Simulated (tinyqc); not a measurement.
Speciation in dilute and buffered hydrofluoric acid, oxide etch rate and bath loading: one step, computed by the program tinyqc.

Concentrations stand for activities, NH4+ and Cl- are spectators, and water ionisation is neglected. H, F and HF2 denote the ions H+, F- and HF2-. The base temperature is 298 K.

Task: One trial. Fluoride balance: [HF] + [F] + 2 [HF2] + 2 [H2F2] = HF added + NH4F added. Acid balance: [H] + [HF] + [HF2] + 2 [H2F2] = HF added + HCl added. For a trial [H], [HF] = [H][F]/K1, and the fluoride balance is a quadratic in [F]. Take pH = 3. The residual is the left side of the acid balance less the right.

Inputs (values chosen for the exercise, of the order of those for thermal oxide at room temperature):
```
quantity,value,unit
HF added,0.051,mol/L
NH4F added,0,mol/L
HCl added,0.43,mol/L
K1 = [H][F]/[HF],0.000639,mol/L
K2 = [HF2]/([HF][F]),3.5,L/mol
K3 = [H2F2]/[HF]^2,0,L/mol
```

Give: [F]; [HF]; [HF2]; [H2F2]; residual.

Result:

[F] = 0.018432 mol/L

[HF] = 0.028846 mol/L

[HF2] = 0.0018609 mol/L

[H2F2] = 0 mol/L

residual = -0.44929 mol/L

The residual is negative, so the pH lies below 3.
